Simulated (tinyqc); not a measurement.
Trapped share and trap depth from dynamic on-resistance.

Inverse problem. Traps remove the share ft of the electrons in the drain access (length Ld, sheet resistance Rsh before stress), so Ron grows by Rsh Ld ft/(1 - ft). The recovery time goes as T^(-2) exp(q Ea/(kB T)). Find ft and Ea.

Inputs (values chosen for the exercise):
- Ld = 1.5 um (drain access length)

Constants: q = 1.602176634e-19 C, kB = 1.380649e-23 J/K. Results are converted to the units shown.

Ron before and just after an off-state stress (ohm mm): 1.0551751  1.2685331
Rsh = 242.19012 ohm
recovery times at 300 and 410 K (s): 0.0071  4.4699842e-6

Answer. The rise of Ron over Rsh Ld is ft/(1 - ft); ln(t T^2) is linear in 1/T.

ft = 0.370
Ea = 0.650 eV

Program tinyqc, `OMP_NUM_THREADS=1 python tinyqc.py 2570021 2570022 out.jsonl`; Intel Xeon 2.30GHz, shared host, one thread, about 0.02 s.
